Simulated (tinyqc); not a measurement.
# On-chip interconnect, size-dependent resistivity and RC delay: effects of single changes

A rectangular line between two neighbours and two ground planes. Surface and grain-boundary scattering are added to the bulk resistivity as corrections; capacitances are parallel-plate values without fringing; inductance is ignored.

Parameters, values chosen for the exercise; metal values close to those of copper:

| symbol | value | unit | meaning |
|---|---|---|---|
| rho0 | 1.69 | uohm cm | bulk resistivity |
| lam | 39.4 | nm | bulk mean free path |
| ps | 0 |  | specular share of surface scattering |
| Rg | 0.49 |  | reflection coefficient of grain boundaries |
| gr | 2 |  | grain size over the metal width |
| wd | 12 | nm | drawn line width |
| AR | 1.3 |  | aspect ratio, height over width |
| tl | 1.9 | nm | liner on both walls and the bottom, not conducting |
| sp | 12 | nm | space to the neighbouring lines |
| hd | 17 | nm | dielectric height to the planes above and below |
| ek | 2.5 |  | relative permittivity of the dielectric |
| Mf | 0 |  | Miller factor of the neighbours |
| Rd | 1300 | ohm | driver resistance |
| Cl | 0.59 | fF | load capacitance |
| rho2 | 8 | uohm cm | bulk resistivity of the second metal (close to ruthenium) |
| lam2 | 6.49 | nm | mean free path of the second metal |
| tl2 | 0.1 | nm | liner of the second metal |

Constants: eps0 = 8.8541878128e-12 F/m. Results are converted to the units shown.

Each table varies one quantity; the others keep the values above.

## Delay against the line length

Metal width x = wd - 2 tl, height y = AR wd - tl; grain boundaries (Mayadas-Shatzkes): al = (lam/(gr x)) Rg/(1 - Rg), g = 1/[1 - 3 al/2 + 3 al^2 - 3 al^3 ln(1 + 1/al)] - 1; surfaces (Fuchs-Sondheimer, thick limit): s = (3/8) lam (1 - ps)(1/x + 1/y); rho = rho0 (1 + g + s); r = rho/(x y); c = eps0 ek (2 wd/hd + 2 Mf AR wd/sp). Elmore delay tE = Rd (c Lw + Cl) + r Lw (c Lw/2 + Cl); t50 is the time at which the far end of a ladder of 30 pi sections (half capacitances at both ends, Cl at the far end, a step applied through Rd) reaches half the step; line share r Lw/(Rd + r Lw); estimate 0.69 Rd (c Lw + Cl) + 0.38 r c Lw^2 + 0.69 r Lw Cl.

The same in every row: rho (uohm cm) = 11.85; r (ohm/um) = 1055; c (fF/um) = 0.03125.

Results:

| Lw (um) | tE (ps) | t50 (ps) | estimate (ps) | line share of the resistance (%) |
|---|---|---|---|---|
| 1 | 1.447 | 1.006 | 0.9992 | 44.80 |
| 3 | 2.904 | 2.037 | 2.014 | 70.88 |
| 20 | 20.62 | 15.01 | 14.69 | 94.20 |
| 50 | 75.13 | 55.92 | 54.72 | 97.59 |
| 100 | 231.9 | 174.4 | 171.6 | 98.78 |
| 400 | 2903 | 2198 | 2188 | 99.69 |
| 1000 | 1.715e4 | 1.299e4 | 1.299e4 | 99.88 |
| 3000 | 1.503e5 | 1.139e5 | 1.141e5 | 99.96 |

Estimate the missing row, Lw = 7 um.

Computed row:

| Lw (um) | tE (ps) | t50 (ps) | estimate (ps) | line share of the resistance (%) |
|---|---|---|---|---|
| 7 | 6.216 | 4.414 | 4.345 | 85.03 |

With this row back in the table: As Lw goes from 1 to 3000, r stays at 1050 ohm/um, c stays at 0.0313 fF/um and t50 rises from 1.01 to 1.14e5 ps. t50/tE lies between 0.696 and 0.757, and the estimate is within 2.1 % of t50. The delay goes as Lw^(0.64) for the shortest lines and Lw^(1.98) for the longest; the line resistance equals Rd at 1.23 um.

## Two metals against line width

Metal width x = wd - 2 tl, height y = AR wd - tl; grain boundaries (Mayadas-Shatzkes): al = (lam/(gr x)) Rg/(1 - Rg), g = 1/[1 - 3 al/2 + 3 al^2 - 3 al^3 ln(1 + 1/al)] - 1; surfaces (Fuchs-Sondheimer, thick limit): s = (3/8) lam (1 - ps)(1/x + 1/y); rho = rho0 (1 + g + s); r = rho/(x y). The second metal has rho2, lam2 and tl2 in place of rho0, lam and tl; ps, Rg, gr and AR are shared.

Result of one run:

| wd (nm) | rho, first (uohm cm) | rho, second (uohm cm) | r, first (ohm/um) | r, second (ohm/um) | ratio second/first |
|---|---|---|---|---|---|
| 45 | 3.8276 | 9.5846 | 16.414 | 36.634 | 2.2319 |

What becomes of these results when the drawn line width wd is changed from 45 to 8 nm, all else the same?

Result of the changed run:

| wd (nm) | rho, first (uohm cm) | rho, second (uohm cm) | r, first (ohm/um) | r, second (ohm/um) | ratio second/first |
|---|---|---|---|---|---|
| 8 | 20.828 | 16.894 | 5834.3 | 2102.8 | 0.36041 |

The whole series:

| wd (nm) | rho, first (uohm cm) | rho, second (uohm cm) | r, first (ohm/um) | r, second (ohm/um) | ratio second/first |
|---|---|---|---|---|---|
| 6.5 | 30.651 | 18.971 | 17332 | 3606.4 | 0.20808 |
| 8 | 20.828 | 16.894 | 5834.3 | 2102.8 | 0.36041 |
| 10 | 14.942 | 15.105 | 2171.2 | 1194.8 | 0.55031 |
| 13 | 10.795 | 13.462 | 782.23 | 626.05 | 0.80034 |
| 17 | 8.1320 | 12.178 | 304.98 | 329.50 | 1.0804 |
| 22 | 6.4166 | 11.231 | 132.05 | 180.77 | 1.3690 |
| 30 | 5.0110 | 10.373 | 51.552 | 89.478 | 1.7357 |
| 45 | 3.8276 | 9.5846 | 16.414 | 36.634 | 2.2319 |
| 70 | 3.0345 | 9.0206 | 5.1447 | 14.217 | 2.7635 |
| 120 | 2.4639 | 8.5965 | 1.3760 | 4.6028 | 3.3451 |

The resistivity of the first metal falls from 30.7 to 2.46 uohm cm and that of the second goes from 19.0 to 8.60 uohm cm as the line widens. The products rho0 lam, which set the size effect, are 66.6 and 51.9 uohm cm nm. The two resistances cross at wd = 15.8 nm: below it the second metal gives the lower line resistance. For widths well under the mean free path the thick-limit surface term is only a guide.

Range of the model: The metal width is under the mean free path, where the thick-limit surface term and the simple sum of corrections lose accuracy.

Program tinyqc, `OMP_NUM_THREADS=1 python tinyqc.py 2100060 2100061 out.jsonl`; Intel Xeon 2.30GHz, shared host, one thread, about 0.01 s.
